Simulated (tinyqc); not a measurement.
Energy and lattice constant: complex band structure along [001] in sp3s* tight binding.

For k = (0, 0, kz) the phase sums are g0 = cos(phi) and g3 = i sin(phi), phi = kz a/4, and the s, pz, s* orbitals of anion (a) and cation (c) decouple from px, py. With z = exp(i phi), H(z) = H0 + z T + T^T/z for any complex z. H0 is diagonal (Esa, Epa, Exa, Esc, Epc, Exc). The anion-cation block is B(z) = z U + W/z and the cation-anion block z W^T + U^T/z, where U has Vss/2 (s,s), Vsapc/2 (s,z), -Vscpa/2 (z,s), Vxx/2 (z,z), Vxapc/2 (s*,z), -Vpaxc/2 (z,s*), and W has the same values with the s-z and s*-z signs reversed. |z| = 1 is a band state, |z| < 1 decays along [001] as exp(-kappa d) over a distance d, kappa = -(4/a) ln|z|. No spin-orbit coupling.

Inputs chosen for the exercise (out of a larger set: near a published set for GaSb, fitted to gaps, whose masses and valley positions are rough (light masses up to twice too heavy); not measured data):
```
symbol  value                                                                                           unit      meaning
p       (-7.312, 0.853, -3.924, 2.899, 6.674, 6.033, -6.223, 1.586, 4.166, 4.956, 4.615, 5.035, 4.228)  eV        order Esa, Epa, Esc, Epc, Exa, Exc, Vss, Vxx, Vxy, Vsapc, Vscpa, Vxapc, Vpaxc
a       6.101                                                                                           angstrom  lattice constant
dE      0.18                                                                                            eV        E - Ev
```

The slowest root of the s-pz block and the heavy-hole branch, sinh^2(kappa a/4) = ((E - Epa)(E - Epc) - Vxx^2)/(Vxx^2 - Vxy^2), at E = Ev + dE with Ev the lower root of [[Epa, Vxx], [Vxx, Epc]]; the couplings are kept when a changes. Each row changes one parameter from the base and keeps the others.

Results:
```
case                slowest kappa (1/angstrom)  heavy-hole kappa (1/angstrom)
base                                    0.0473                         0.1359
dE = 0.15 eV                            0.0440                         0.1247
a = 6.284 angstrom                      0.0459                         0.1320
```

The largest shifts from the base row, up to three for each result and ties (the steps differ in size, so this ranks the rows, not the parameters). slowest kappa (1/angstrom): dE -0.0033, a -0.0014. heavy-hole kappa (1/angstrom): dE -0.0112, a -0.0040. With the couplings fixed, kappa a stays, so kappa scales as 1/a.

Program tinyqc; command `OMP_NUM_THREADS=1 python tinyqc.py 1451693 1451694 out.jsonl`; about 0.01 s on one thread of a shared Intel(R) Xeon(R) Processor @ 2.30GHz.
